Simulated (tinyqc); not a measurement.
Averaged masses of warped heavy- and light-hole bands: one step. Density-of-states masses from three directions. Three cases, with inputs chosen for the exercise.

Question. m_d^(3/2) is the angular mean of m(u)^(3/2). The rule mean = (10 F[100] + 16 F[110] + 9 F[111])/35 is exact for cubic harmonics up to sixth order. Total m_d = (m_h^(3/2) + m_l^(3/2))^(2/3).

Four-band hole energies E = c k^2 f(u), c = hbar^2/2m0, f = g1 -/+ 2 sqrt(g2^2 + 3 (g3^2 - g2^2) s), s = ux^2 uy^2 + uy^2 uz^2 + uz^2 ux^2 for the unit vector u; minus for heavy, plus for light holes; the mass along u is 1/f.

Case 1.

Values chosen (out of a larger set: near those of AlAs; not measured data): g1 = 3.71 (Luttinger gamma1); g2 = 0.82 (gamma2); g3 = 1.41 (gamma3).

Case 2.

Values chosen (out of a larger set: near those of Ge; not measured data): g1 = 13.4 (Luttinger gamma1); g2 = 4.27 (gamma2); g3 = 5.66 (gamma3).

Case 3.

Values chosen (out of a larger set: near those of InP; not measured data): g1 = 5.09 (Luttinger gamma1); g2 = 1.6 (gamma2); g3 = 2.1 (gamma3).

Give: m^(3/2); m_d heavy, light; total; share of light holes.

Answer.

Case 1.

m^(3/2):
```
direction    heavy    light
[100]      0.33577  0.08081
[110]      0.82829  0.06345
[111]      1.19101  0.05993
```

m_d heavy, light (m0): 0.8480  0.1658

total = 0.8962 m0
share of light holes = 8.0 %

Case 2.

m^(3/2):
```
direction    heavy    light
[100]      0.09334  0.00973
[110]      0.22452  0.00846
[111]      0.33335  0.00814
```

m_d heavy, light (m0): 0.3589  0.0424

total = 0.3686 m0
share of light holes = 3.9 %

Case 3.

m^(3/2):
```
direction    heavy    light
[100]      0.38486  0.04190
[110]      0.84783  0.03665
[111]      1.19101  0.03532
```

m_d heavy, light (m0): 0.8645  0.1126

total = 0.8914 m0
share of light holes = 4.5 %

Computed by tinyqc, one run a case: `OMP_NUM_THREADS=1 python tinyqc.py N N+1 out.jsonl` with N = 1051503, 1080023, 1080266; one thread of a shared Intel(R) Xeon(R) Processor @ 2.30GHz, about 0.03 s a run at most.
